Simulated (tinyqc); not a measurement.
Extrapolating accelerated tests: lateral field, substrate current, probability of reaching the oxide barrier and hot-carrier lifetime of a silicon transistor (pseudo-two-dimensional and lucky-electron models). Computed by tinyqc, a small Python program. Command: `OMP_NUM_THREADS=1 python tinyqc.py 3007536 3007537 out.jsonl hotcar walk`. One thread of a shared host (Intel(R) Xeon(R) Processor @ 2.30GHz), about 0.01 s of CPU time with the checks.

Local-field models: a lucky carrier gains its energy at the peak field over a path free of collisions. Voltages are magnitudes.

Inputs (values chosen for the exercise, modelled on a silicon p-channel): channel length L = 780 nm; oxide thickness t = 15 nm; junction depth x_j = 260 nm; mobility mu = 98 cm^2/(V s); saturation velocity v_s = 0.75 1e7 cm/s; threshold voltage V_T = 0.76 V; gate voltage V_G = 8.7 V; drain voltage V_D = 14 V; ionisation prefactor A_i = 7.4e+06 1/cm; ionisation field B_i = 3.7 MV/cm; hot-carrier mean free path lambda = 5.1 nm; oxide barrier phi_b = 4.6 eV; interface-trap threshold phi_it = 4.5 eV; lifetime constant H = 5 s microampere/micrometre; length of the depleted extension L_n = 110 nm.

Drain: lightly doped extension.

Constants: eps_0 = 8.8541878128e-12 F/m.

Method:
- C_ox = 3.9 eps_0/t; F_sat = 2 v_s/mu; V_Dsat = V_ov F_sat L/(V_ov + F_sat L), V_ov = V_G - V_T; I_D/W = C_ox v_s (V_ov - V_Dsat).
- Scale length l = 0.22 t^(1/3) x_j^(1/2) (all in cm); F_m = sqrt(((V_D - V_Dsat)/l_e)^2 + F_sat^2), with l_e = l + L_n; length of the velocity-saturated region l_e ln((V_D - V_Dsat)/(l_e F_sat) + F_m/F_sat).
- Substrate current I_sub/I_D = (A_i/B_i)(V_D - V_Dsat) exp(-B_i/F_m); probability of reaching the oxide barrier exp(-phi_b/(e lambda F_m)); lifetime tau = (H/(I_D/W)) exp(phi_it/(e lambda F_m)).
- V_10 solves tau = 3.156e8 s at the given V_G. The extrapolation fits ln(tau) against 1/V_D at 1, 1.08, 1.16 and 1.25 times the given V_D (rounded to 3 digits) by least squares and reads off the same tau.

V_Dsat = 4.76860 V

Stress points:
```
V_D (V)  1/V_D (1/V)     tau (s)
14.0        0.071429  1.4594e+07
15.1        0.066225  1.9889e+06
16.2        0.061728  3.7500e+05
17.5        0.057143  7.2229e+04
```

ten-year drain voltage V_10 = 12.632 V

V_10 from the 1/V_D extrapolation = 12.535 V

What does the comparison show, and why?

The extrapolation is 97 mV below the true value: ln(tau) is nearly linear in 1/(V_D - V_Dsat), not in 1/V_D, so the straight line errs on the safe side when one extrapolates down.

Extremes, crossings and ranges named in words are read from the listed rows.
